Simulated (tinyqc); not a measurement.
MOSFET with velocity saturation and source resistance: one step of the calculation.

Strong inversion, charge Q = Cox (Vg - m V) at channel potential V with Vg the gate overdrive, and drift velocity v = mu E/(1 + mu E/vsat). Integrating along the channel gives I = mu Cox (1/L)(Vg Vd - m Vd^2/2)/(1 + Vd/Vc) per width, Vc = vsat L/mu, which peaks at Vdsat. Units: I in uA/um, Rs in ohm um, so the drop over Rs is 1e-6 I Rs volts.

Task. Saturation without source resistance. Vg = Vgs - VT (0 if negative), mu = mu0/(1 + th Vg), Vc = vsat L/mu, x = sqrt(1 + 2 Vg/(m Vc)), Vdsat = 2 Vg/(m (1 + x)), Isat = Cox vsat Vg (x - 1)/(x + 1) per width. Long-channel limit: mu Cox Vg^2/(2 m L); short-channel limit: Cox vsat Vg.

Inputs (values chosen for the exercise): gate capacitance Cox = 0.85 uF/cm^2; mobility at low gate voltage mu0 = 210 cm^2/(V s); mobility degradation th = 0 1/V; saturation velocity vsat = 9.5e6 cm/s; body factor m = 1.19; threshold VT = 0.34 V; channel length L = 1 um; gate voltage Vgs = 1.8 V.

Give: Vg; mu; Vc; Vdsat; Isat; long-channel limit; short-channel limit.

Result.

Vg = 1.460 V
mu = 210.0 cm^2/(V s)
Vc = 4.524 V
Vdsat = 1.094 V
Isat = 127.2 uA/um
long-channel limit = 159.9 uA/um
short-channel limit = 1179 uA/um

Computed by the program tinyqc: `OMP_NUM_THREADS=1 python tinyqc.py 2500114 2500115 out.jsonl`, one thread of a shared Intel Xeon 2.30GHz, about 0.01 s for the whole run.
